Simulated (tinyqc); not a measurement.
Zener tunnelling in a reverse-biased junction, two-band WKB: two steps of the calculation.

Abrupt p-n junction, depletion approximation. Energies E are counted from the conduction-band edge of the neutral n side; its Fermi level lies at dn, that of the p side at dn - V, and the valence-band edge of the neutral p side at Em = dn + dp - V. Tunnelling needs 0 < E < Em. Two-band dispersion with equal masses m: inside the gap kappa = sqrt(m u (1 - u/Eg)/C), u the distance from a band edge, C = hbar^2/(2 m0).

Parameters, values chosen for the exercise; band and dielectric values close to those of indium phosphide:

| symbol | value | unit | meaning |
|---|---|---|---|
| T | 300 | K | temperature |
| Eg | 1.36 | eV | band gap |
| eps_r | 12.7 |  | relative permittivity |
| Nc | 5.7e17 | cm^-3 | conduction-band density of states at 300 K |
| Nv | 1.11e19 | cm^-3 | valence-band density of states at 300 K |
| m | 0.082 | m0 | band-edge mass of the two-band model |
| Na | 1.6e19 | cm^-3 | acceptor density |
| Nd | 1.8e18 | cm^-3 | donor density |
| V | -0.55 | V | bias of the p side |

Constants: q = 1.602176634e-19 C, kB = 1.380649e-23 J/K, hbar = 1.054571817e-34 J s, m0 = 9.1093837015e-31 kg, Vt = kB T/q, eps0 = 8.8541878128e-14 F/cm where lengths are in cm, hbar^2/(2 m0) = 0.0380998212 eV nm^2. Results are converted to the units shown.

Question 1. Fermi levels and built-in voltage. Nd = Nc F12(dn/Vt), Na = Nv F12(dp/Vt), F12(x) = (2/sqrt(pi)) int_0^infinity sqrt(u)/(1 + exp(u - x)) du; dn = EF - Ec on the n side, dp = Ev - EF on the p side (negative outside the bands); Vbi = Eg + dn + dp.

Give: dn; dp; Vbi.

Answer 1.

dn = 0.057425 eV
dp = 0.022373 eV
Vbi = 1.4398 V

Boltzmann statistics would give dn = 0.0297 eV and dp = 0.00945 eV. At zero bias the bands of the two sides overlap by dn + dp.

Question 2. Width, field and exponent. W = sqrt(2 eps0 eps_r (Vbi - V)(1/Na + 1/Nd)/q), mean field F = (Vbi - V)/W, peak field 2 F. In a uniform field F the exponent is S = pi sqrt(m/C) Eg^1.5/(4 F). Transverse energy Et = C kt^2/m raises it to S (1 + 4 Et/Eg), so T = exp(-S) exp(-Et/Eb) with Eb = Eg/(4 S). KJ = (2 q^2/h) m/(4 pi C) (times 1e14 for A/cm^2 per eV^2).

Vbi = 1.4397974 V

Give: W; mean field; S; exp(-S); Eb; tunnelling length Eg/F.

Answer 2.

W = 41.55 nm
mean field = 0.4789 MV/cm
S = 38.16
exp(-S) = 2.680e-17
Eb = 8.910 meV
tunnelling length Eg/F = 28.40 nm

Range of the model: Parabolic densities of states, no band tails and no gap narrowing, all of which matter at such doping.

tinyqc, about 0.02 s, one thread, Intel Xeon 2.30GHz (shared host): `OMP_NUM_THREADS=1 python tinyqc.py 2620121 2620122 out.jsonl`
